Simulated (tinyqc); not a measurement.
Yield per ion against the flux ratio: ion-assisted plasma etching: sheath, surface coverage, synergy and aspect-ratio dependence. Computed by tinyqc, a small Python program. Command: `OMP_NUM_THREADS=1 python tinyqc.py 3019802 3019803 out.jsonl etch walk`. One thread of a shared host (Intel(R) Xeon(R) Processor @ 2.30GHz), about 0.05 s of CPU time with the checks.

Radicals adsorb on bare sites; ions remove covered sites with a high yield and bare sites by sputtering; a slow spontaneous reaction acts everywhere, walls included.

Inputs (values chosen for the exercise, close to those used for silicon in a halogen plasma):

| quantity | value | unit |
|---|---|---|
| plasma density n_e | 7.5e+09 | 1/cm^3 |
| electron temperature T_e | 2 | eV |
| ion mass M_i | 35.5 | u |
| sheath voltage V | 340 | V |
| radical density n | 9.2e+12 | 1/cm^3 |
| radical mass M_n | 35.5 | u |
| gas temperature T_g | 600 | K |
| sticking coefficient s | 0.2 | - |
| radicals per removed unit x | 4 | - |
| yield slope b | 0.16 | eV^(-1/2) |
| threshold E_th | 7.2 | eV |
| sputter slope b_p | 0.019 | eV^(-1/2) |
| sputter threshold E_p | 26 | eV |
| spontaneous reaction probability k_c | 1.1e-05 | - |
| solid density N | 5e+22 | 1/cm^3 |
| ion temperature T_i | 0.22 | eV |

Feature: round hole.

Constants: e = 1.602176634e-19 C; u = 1.6605390666e-27 kg; k_B = 1.380649e-23 J/K; eps_0 = 8.8541878128e-12 F/m.

Method:
- Bohm speed u_B = sqrt(e T_e/M_i); ion flux G_i = 0.61 n_e u_B; radical flux G_n = n c/4 with c = sqrt(8 k_B T_g/(pi M_n)).
- Debye length lambda_D = sqrt(eps_0 T_e/(e n_s)) with n_s = 0.61 n_e, T_e in volts; Child-law sheath d = (sqrt2/3) lambda_D (2 V/T_e)^(3/4); ion energy E = V + T_e/2; angular spread = arctan(sqrt(T_i/E)).
- Yields: Y = b (sqrt(E) - sqrt(E_th)) on covered sites, Y_p = b_p (sqrt(E) - sqrt(E_p)) on bare ones (zero below threshold).
- Steady coverage: s G_n (1 - theta) = x Y G_i theta; removal flux = Y G_i theta + Y_p G_i (1 - theta) + k_c G_n; rate = flux/N, 1 cm/s = 6e8 nm/min.
- The ion flux is fixed and the radical flux set by the ratio; the removal per ion is the removal flux over G_i.

yield Y = 2.52526

sputter yield Y_p = 0.253976

ion flux G_i = 1.06665e+15 1/(cm^2 s)

Open field:

| G_n/G_i | theta | rate (nm/min) | removal per ion |
|---|---|---|---|
| 0.3 | 0.00590 | 3.423 | 0.2674 |
| 1 | 0.01942 | 3.815 | 0.2981 |
| 3 | 0.05607 | 4.881 | 0.3814 |
| 10 | 0.16527 | 8.057 | 0.6295 |
| 30 | 0.37265 | 14.089 | 1.1007 |
| 100 | 0.66443 | 22.581 | 1.7642 |
| 300 | 0.85591 | 28.176 | 2.2013 |
| 1000 | 0.95192 | 31.066 | 2.4271 |
| 3000 | 0.98344 | 32.264 | 2.5207 |

What does the comparison show, and why?

Coverage reaches one half at G_n/G_i = x Y/s = 50.5. Below that the ion-assisted part follows the radical flux, on top of the sputter floor Y_p = 0.254; above it the ion-assisted part saturates at Y = 2.53 per ion. Caution: a sheath of several millimetres is collisional at usual pressures, which lowers the ion energy and widens the angles.
